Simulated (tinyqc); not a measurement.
# MOSFET in saturation, small-signal circuit and noise: several studies

Bias by the inversion coefficient IC = I/Ispec (charge-based model with velocity saturation; weak inversion below 0.1, strong above 10). Common-source circuit: gm, gds, Cgs, Cgd and Cj at the inner nodes, Rg in series with the gate; quasi-static, no source or drain resistance, no gate-body capacitance, no substrate network, no induced gate noise, so fmax is an upper estimate.

Inputs (values chosen for the exercise):

| symbol | value | unit | meaning |
|---|---|---|---|
| T | 300 | K | temperature |
| L | 90 | nm | gate length |
| W | 5 | um | total gate width |
| Cox | 2.32 | uF/cm^2 | gate capacitance |
| mu | 150 | cm^2/(V s) | mobility |
| n | 1.27 |  | slope factor |
| Ls | 25 | nm | velocity-saturation length |
| sg | 0.066 |  | ratio gds/gm |
| Cov | 0.32 | fF/um | overlap and fringe capacitance per side |
| Cj | 0.37 | fF/um | drain junction capacitance |
| Rsh | 20 | ohm | sheet resistance of the gate |
| Wf | 4 | um | finger width |
| Rc | 100 | ohm um | gate contact and vertical resistance |
| IC | 4.2 |  | inversion coefficient |
| gw | 0.09 |  | short-channel excess of the noise factor |
| Nt | 2.2e17 | cm^-3 eV^-1 | oxide trap density |
| lt | 0.1 | nm | tunnelling length into the oxide |
| ac | 10000 | V s/C | Coulomb scattering coefficient |

Constants: q = 1.602176634e-19 C, kB = 1.380649e-23 J/K, Vt = kB T/q. Results are converted to the units shown.

Each table varies one quantity; the others keep the values above.

## Effect of the overlap and fringe capacitance per side on speed and noise

Ispec = 2 n mu Cox (W/L) Vt^2, lc = Ls/L, gms = [sqrt((lc IC + 1)^2 + 4 IC) - 1]/[2 + lc (lc IC + 1)], gm = gms Ispec/(n Vt), gds = sg gm. qs = [sqrt(1 + 4 IC) - 1]/2, Cgs = Cox W L qs (2 qs + 3)/(3 (qs + 1)^2) + Cov W, Cgd = Cov W, Cd = Cj W, Rg = Rsh (Wf/L)/(12 Nf) + Rc/W with Nf = W/Wf fingers (not rounded) contacted at both ends. fT = gm/(2 pi (Cgs + Cgd)), fmax = fT/(2 sqrt(Rg (gds + 2 pi fT Cgd))). Channel noise Sid = 4 kB T gam n gm with gam = (1/2 + (2/3) qs)/(1 + qs) + gw lc IC, qs = [sqrt(1 + 4 IC) - 1]/2, lc = Ls/L (the last term an empirical rise with velocity saturation); at the gate, white noise Sw = Sid/gm^2 + 4 kB T Rg. Number fluctuation with correlated mobility: S(f) = K/f, K = q^2 Vt lt Nt/(W L Cox^2) (1 + ac mu Cox I/gm)^2, Vt in eV with Nt per eV. Corner fc = K/Sw. IC is held fixed.

The same in every row: I (uA) = 137.84; Rg (ohm) = 79.259; sqrt(Sw) (nV/Hz^0.5) = 3.4603; fc (MHz) = 9.0847.

Effect of the overlap and fringe capacitance per side on speed and noise:
```
Cov (fF/um)  fT (GHz)  fmax (GHz)
0.05           39.595      178.96
0.15           33.610      119.24
0.25           29.196      91.448
0.35           25.807      74.750
0.45           23.123      63.436
0.55           20.945      55.201
0.65           19.142      48.912
```

As Cov goes from 0.05 to 0.65 fF/um, fT falls from 39.6 to 19.1 GHz, fmax falls from 179 to 48.9 GHz, the white noise stays at 3.46 nV/Hz^0.5 and the corner stays at 9.08 MHz. At Cov = 0.05 fF/um fmax exceeds 4 fT, where channel resistance and substrate losses, left out here, would cap it.

## Integrated noise against bandwidth

Same model as above.

Corner fc = K/Sw. Mean square from f1 = 1 Hz to B: Sw (B - f1) + K ln(B/f1).

Result of one run:
```
B (Hz)  spot noise at B (nV/Hz^0.5)  white part (uV rms)  1/f part (uV rms)  total (uV rms)
10000                         104.4               0.3460              31.65           31.65
```

What becomes of these results when the upper band edge B is changed from 10000 to 1e7 Hz, all else the same?

Result of the changed run:
```
B (Hz)  spot noise at B (nV/Hz^0.5)  white part (uV rms)  1/f part (uV rms)  total (uV rms)
1e7                           4.780                10.94              41.87           43.28
```

The whole series:
```
B (Hz)  spot noise at B (nV/Hz^0.5)  white part (uV rms)  1/f part (uV rms)  total (uV rms)
1000                          329.8               0.1094              27.41           27.41
10000                         104.4               0.3460              31.65           31.65
1e5                           33.16                1.094              35.39           35.41
1e6                           10.99                3.460              38.77           38.92
1e7                           4.780                10.94              41.87           43.28
1e8                           3.614                34.60              44.76           56.58
1e9                           3.476                109.4              47.48           119.3
```

The 1/f part adds the same power, K ln 10, in each decade and grows only from 27.4 to 47.5 uV; the white part grows as sqrt(B). It overtakes the 1/f part by B = 1e9 Hz among the rows, above the corner fc = 9.08e6 Hz of the spot noise.

## From weak to strong inversion

Same model as above.

The last column is the figure of merit (gm/I) fT.

From weak to strong inversion:
```
IC     I (uA)  gm/I (1/V)  fT (GHz)  fmax (GHz)  (gm/I) fT (THz/V)
0.01  0.32819      30.114   0.47636      11.469           0.014345
0.03  0.98458      29.468    1.3220      19.041           0.038956
0.1    3.2819      27.557    3.5527      30.904           0.097903
0.3    9.8458      23.856    7.3301      43.590            0.17487
1      32.819      17.762    13.889      58.450            0.24670
3      98.458      11.812    23.158      73.922            0.27354
10     328.19      6.3595    37.049      92.119            0.23561
30     984.58      2.9604    48.917      105.03            0.14481
100    3281.9      1.0376    55.317      111.18           0.057396
```

What does the comparison show?

The efficiency gm/I falls from 30.1 to 1.04 1/V while fT rises from 0.476 to 55.3 GHz; fT goes as IC^(0.93) at the start and IC^(0.10) at the end (1/2 for a long channel, 0 at full velocity saturation, which sets in near IC = 1/lc^2 = 13.0). Their product goes from 0.0143 through a maximum of 0.274 (at IC = 3 among the rows listed) to 0.0574 THz/V. For IC = 0.01 to 1 fmax exceeds 4 fT, where channel resistance and substrate losses, left out here, would cap it.

## Gains against frequency

Inner admittances at w = 2 pi f: y11 = i w (Cgs + Cgd), y12 = -i w Cgd, y21 = gm - i w Cgd, y22 = gds + i w (Cgd + Cd). Invert to Z, add Rg to Z11 and invert back to Y. |h21| = |Y21/Y11|; U = |Y21 - Y12|^2/(4 [Re Y11 Re Y22 - Re Y12 Re Y21]). MSG = |Y21/Y12|; stability factor k = [2 Re Y11 Re Y22 - Re(Y12 Y21)]/|Y12 Y21|.

The same in every row: f sqrt(U) (GHz) = 79.04.

Gains against frequency:
```
f (GHz)  |h21| (dB)  U (dB)  MSG (dB)         k
0.27          39.92   49.33     27.12  0.004946
0.5           34.56   43.98     24.44  0.009160
0.94          29.08   38.49     21.70   0.01722
1.7           23.93   33.35     19.12   0.03114
3.3           18.17   27.59     16.25   0.06044
6.1           12.84   22.25     13.58    0.1116
11            7.742   17.13     11.03    0.2009
21            2.196   11.51     8.256    0.3804
```

Read the table: what changes, and by how much?

Over the table |h21| falls by 19.9 dB a decade, U by 20.0 and MSG by 9.97. The product f sqrt(U) stays at 79.0 GHz, against fmax = 79.0 GHz from the formula. k stays below one in all rows, so the device is only conditionally stable.

Computed by the program tinyqc: `OMP_NUM_THREADS=1 python tinyqc.py 2150065 2150066 out.jsonl`, one thread of a shared Intel Xeon 2.30GHz, about 0.01 s for the whole run.
